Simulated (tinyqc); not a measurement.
Inside a calculation: plasmons of a degenerate electron gas in the random-phase approximation. Values are carried at full precision from step to step, so a last printed digit may differ when a step is redone from the rounded ones.

Zero temperature, parabolic band: kF = (3 pi^2 n)^(1/3), EF = c kF^2/m, Ep^2 = 8 pi c e2 n/(m eb), qTF^2 = 6 pi e2 n/(eb EF), c = hbar^2/2m0, e2 = e^2/(4 pi eps0), n in 1/angstrom^3 (1e-24 per 1/cm^3).

Constants: hbar^2/2m0 = 3.80998211 eV angstrom^2; e^2/(4 pi eps0) = 14.39964547 eV angstrom; a0 (Bohr radius) = 0.5291772105 angstrom.

Parameters, chosen for this exercise (mass and background constant near those of GaAs; polar phonons, which mix with the plasmon in the real crystal, and the rise of the mass with filling are left out; the results hold for these values, not for the real material): n = 4.6e+18 1/cm^3 (electron density); m = 0.0666 m0 (mass); eb = 11 (background dielectric constant); q = 0.0213 1/angstrom (wave vector); E = 81 meV (energy transfer); qp = 0.00423 1/angstrom (wave vector of the plasmon).

## Scales of the gas

Also rs = (3/(4 pi n))^(1/3) m/(a0 eb).

kF = 0.051451 1/angstrom
EF = 151.44 meV
Ep = 93.047 meV
qTF = 0.027377 1/angstrom
hbar vF = 5.8867 eV angstrom
rs = 0.427

Ep/EF = 0.614. With rs below 1 the random-phase approximation is within its range.

## The dielectric function at one point

Lindhard function: eps(q, E)/eb = 1 + (qTF/q)^2 (f1 + i f2) with z = q/(2 kF), u = E/(hbar vF q), hbar vF = 2 c kF/m; f1 = 1/2 + [h(z - u) + h(z + u)]/(8 z), h(x) = (1 - x^2) ln|(x + 1)/(x - 1)|; f2 = pi u/2 for z + u < 1, (pi/(8 z))(1 - (z - u)^2) for |z - u| < 1 < z + u, else 0. Pairs exist for c (q^2 - 2 q kF)/m < E < c (q^2 + 2 q kF)/m.

E in eV is E/1000. Give also the loss function Im(-eb/eps).

z, u: [0.2070, 0.6460]

f1, f2: [0.4576, 1.0147]

eps/eb = 1.756+1.676i
loss function = 0.284

The point lies inside the pair continuum, so eps has an imaginary part.

## The plasmon at one wave vector

Solve f1 (qTF/q)^2 = -1 above the continuum, and compare with E^2 = Ep^2 + (3/5)(hbar vF q)^2 + (c q^2/m)^2.

top of the continuum = 25.92 meV
plasmon energy = 95.05 meV
short formula = 95.03 meV

The plasmon lies 69.12 meV above the continuum and 2.1 % above Ep; the short formula errs by -0.02 %.

## Where Landau damping starts

Find qc at which the plasmon meets the top of the continuum, eps(qc, c (qc^2 + 2 qc kF)/m) = 0, and compare with Ep/(hbar vF).

qc = 0.02072 1/angstrom
qc/kF = 0.403
energy there = 146.5 meV
Ep/(hbar vF) = 0.01581 1/angstrom

The simple estimate is 0.763 times qc.

## Checks

- F-sum of the loss function at q = 1.3 qc over (pi/2) Ep^2 against 1: both 1.00.
- f1 at E = 0 and z = 0.6 against the static Lindhard function: both 0.86968.

(tinyqc, `OMP_NUM_THREADS=1 python tinyqc.py 1680856 1680857 out.jsonl`, Intel(R) Xeon(R) Processor @ 2.30GHz, 1 thread, shared host, about 0.01 s.)
